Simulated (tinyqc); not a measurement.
Comparisons within one model: heterojunction of two tight-binding chains. A value that a table varies takes the place of the one given here.

Left chain: hopping -t1, sites at 2 t1 (band bottom 0). Right chain: hopping -t2, sites at dE + 2 t2 (bottom dE). t = c/(m a^2), c = hbar^2/2m0. The bond across the interface is -tc with tc = f sqrt(t1 t2), and the last left site has the extra energy U. In a chain E = bottom + 2t (1 - cos(ka)); the surface Green function of a half chain is g = -exp(ika)/t, with Im k > 0 where cos(ka) > 1.

Constants: hbar^2/2m0 = 3.80998211 eV angstrom^2.

Inputs chosen for the exercise (masses and offset of the size met at InGaAs / InAlAs; the results hold for these values, not for the real material):
- a = 5 angstrom (site spacing)
- m1 = 0.044 m0 (mass on the left)
- m2 = 0.074 m0 (mass on the right)
- dE = 0.5 eV (band offset)
- f = 1 (factor on the interface hopping)
- U = 0 eV (extra energy on the last left site)
- E = 0.572 eV (electron energy)

## Transmission against energy, and which matching rule a chain obeys

Chain A is the junction as given; chain B has tc = sqrt(t1 t2) and U = 0; chain C has tc = t2 and U = t2 - t1, the finite-difference form of -d/dx (c/m) d/dx. Continuum formulas T = 4 x y/(x + y)^2 with parabolic k: x, y = k/m on each side (BenDaniel-Duke) or x, y = k (slope continuous).

T:
```
E - dE (eV)  E (eV)  chain A  chain B  chain C  k/m matched  k matched
0.002         0.502   0.2754   0.2754   0.1741       0.1770     0.2798
0.005         0.505   0.3992   0.3992   0.2606       0.2647     0.4049
0.010         0.510   0.5137   0.5137   0.3467       0.3518     0.5203
0.020         0.520   0.6397   0.6397   0.4503       0.4564     0.6466
0.050         0.550   0.8022   0.8022   0.6053       0.6122     0.8083
0.100         0.600   0.9008   0.9008   0.7215       0.7284     0.9053
0.200         0.700   0.9647   0.9647   0.8203       0.8267     0.9672
0.400         0.900   0.9941   0.9941   0.8912       0.8970     0.9947
```

How do the results move?

Chain C follows the k/m rule within 0.0070 and chain B the plain k rule within 0.0069, while the two rules differ by up to 0.1961: in B the self-energy of the right side is -t1 exp(i k2 a), so only k2 enters, and in C it is -t2 exp(i k2 a), which carries 1/m2. Chain A is chain B here.

## When the interface binds a state

A state below both bands solves E - 2 t1 - U - S1(E) - S2(E) = 0 for E < 0, with S1 = -t1 z1, S2 = -(tc^2/t2) z2 and |z| < 1 the decaying root of z + 1/z = 2 - (E - bottom)/t. Decay lengths -a/ln|z|. The threshold is the U that solves the equation at E = 0. A dash: no bound state.

Interface state:
```
U (eV)   E (eV)  decay left (angstrom)  decay right (angstrom)
-0.40         -                      -                       -
-0.80         -                      -                       -
-1.20         -                      -                       -
-1.47   -0.0046                  137.6                    10.2
-1.74   -0.0353                   49.5                     9.9
-2.14   -0.1159                   27.4                     9.3
-2.67   -0.2672                   18.1                     8.3
-4.01   -0.8145                   10.4                     6.4
```

threshold U = -1.3372 eV

What does this show, and why?

The step pushes the state out, so an attraction must exceed 1.3372 eV to bind; 5 of the 8 rows are bound. At U = -4.01 eV the state decays over 10.4 angstrom to the left and 6.4 to the right, where the band lies higher.

## What each parameter does

T = 4 Im(S1) Im(S2) |G|^2 with G = 1/(E - 2 t1 - U - S1 - S2), S1 = -t1 exp(i k1 a), S2 = -(tc^2/t2) exp(i k2 a). Each row changes one parameter from the base and keeps the others.

Results:
```
case                 T    k1 a    k2 a
base            0.8579  0.4092  0.1873
m1 = 0.0528 m0  0.8260  0.4489  0.1873
m2 = 0.0888 m0  0.8866  0.4092  0.2052
dE = 0.45 eV    0.9338  0.4092  0.2440
f = 0.9         0.7599  0.4092  0.1873
U = 0.2 eV      0.8684  0.4092  0.1873
a = 4 angstrom  0.8599  0.3266  0.1497
```

What can be read from the table?

The largest shifts from the base row, up to three for each result and ties (the steps differ in size, so this ranks the rows, not the parameters). T: f -0.0981, dE +0.0759, m1 -0.0319. k1 a: a -0.0827, m1 +0.0397; unchanged at the printed digits by m2, dE, f and U. k2 a: dE +0.0567, a -0.0375, m2 +0.0179; unchanged at the printed digits by m1, f and U.

tinyqc: `OMP_NUM_THREADS=1 python tinyqc.py 1481080 1481081 out.jsonl`; about 0.01 s, one thread, shared Intel(R) Xeon(R) Processor @ 2.30GHz.
